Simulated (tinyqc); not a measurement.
# From resistivity rho back to specularity p

Model: size effects in the resistivity of thin metal films and interconnect lines. Computed by tinyqc, a small Python program. Command: `OMP_NUM_THREADS=1 python tinyqc.py 3016526 3016527 out.jsonl size inv`. One thread of a shared host (Intel(R) Xeon(R) Processor @ 2.30GHz), about 0.02 s of CPU time with the checks.

Electrons lose their drift at surfaces (a share 1 - p of the hits) and at grain boundaries (reflection R), besides bulk scattering. The line sits in a trench with a non-conducting liner on both walls and the bottom; the spacing equals the drawn width.

Inputs (values chosen for the exercise, modelled on iridium):

| quantity | value | unit |
|---|---|---|
| bulk resistivity rho_b | 5.22 | microohm cm |
| bulk mean free path lambda | 7.25 | nm |
| grain-boundary reflection R | 0.14 | - |
| drawn line width w | 4.5 | nm |
| grain size over metal width | 2.1 | - |
| aspect ratio (height over width) | 1.6 | - |
| liner thickness t | 1.2 | nm |
| line length | 2 | micrometre |
| permittivity of the dielectric k | 3.5 | - |

Geometry: line.

Constants: eps_0 = 8.8541878128e-12 F/m.

Method:
- Metal width w_m = w - 2t, height h_m = (aspect ratio) w - t, grain size D = (ratio) w_m.
- Mayadas-Shatzkes: alpha = (lambda/D) R/(1 - R); rho_b/rho = 1 - 3 alpha/2 + 3 alpha^2 - 3 alpha^3 ln(1 + 1/alpha).
- Fuchs-Sondheimer film: rho_b/rho = 1 - (3/(2 kappa))(1 - p) int_0^1 (s - s^3)(1 - exp(-kappa/s))/(1 - p exp(-kappa/s)) ds, f = rho/rho_b, kappa = thickness/lambda, 80 Gauss-Legendre points.
- Line: the excess of a film of thickness w_m and of a film of thickness h_m are added, rho/rho_b = 1 + (f(w_m) - 1) + (f(h_m) - 1), an estimate that holds best when both sides exceed lambda.
- Total: rho = rho_b [1 + surface excess + grain excess]; resistance per length rho/(w_m h_m); capacitance per length C = 2 k eps_0 (aspect ratio + 1/2), a parallel-plate estimate for two neighbours plus a fixed term for the planes above and below; delay 0.38 R C L^2; effective resistivity per drawn area.

Task: A run gave the result below. Find the specularity p, known to lie between 0.098 and 0.18.

resistivity rho = 16.37752 microohm cm

Result:

Each step takes the trial c = (a f_b - b f_a)/(f_b - f_a), f being the result less the target and a, b, c the logarithms of the listed values; c replaces end b, the old b replaces a if the sign of f changed, and otherwise f_a is halved.

Scan of the range:

| specularity p | resistivity rho (microohm cm) |
|---|---|
| 0.098 | 16.6908 |
| 0.108 | 16.5591 |
| 0.120 | 16.4022 |
| 0.133 | 16.2337 |
| 0.147 | 16.0539 |
| 0.163 | 15.8504 |
| 0.180 | 15.6365 |

False position (Illinois rule, in the logarithm of the input) inside the bracket:

| step | end a | end b | trial | resistivity rho (microohm cm) |
|---|---|---|---|---|
| 1 | 0.120000 | 0.133000 | 0.121825 | 16.3785 |
| 2 | 0.133000 | 0.121825 | 0.121897 | 16.3776 |
| 3 | 0.133000 | 0.121897 | 0.121903 | 16.3775 |
| 4 | 0.121897 | 0.121903 | 0.121900 | 16.3775 |

Resistivity rho falls at every point of a 13-point scan of the range (every second point is shown), so one value fits; it is bracketed by 0.120 and 0.133. Answer: specularity p = 0.1219.

Caution: for lines much narrower than lambda adding the two film terms and the grain term underestimates the resistivity.
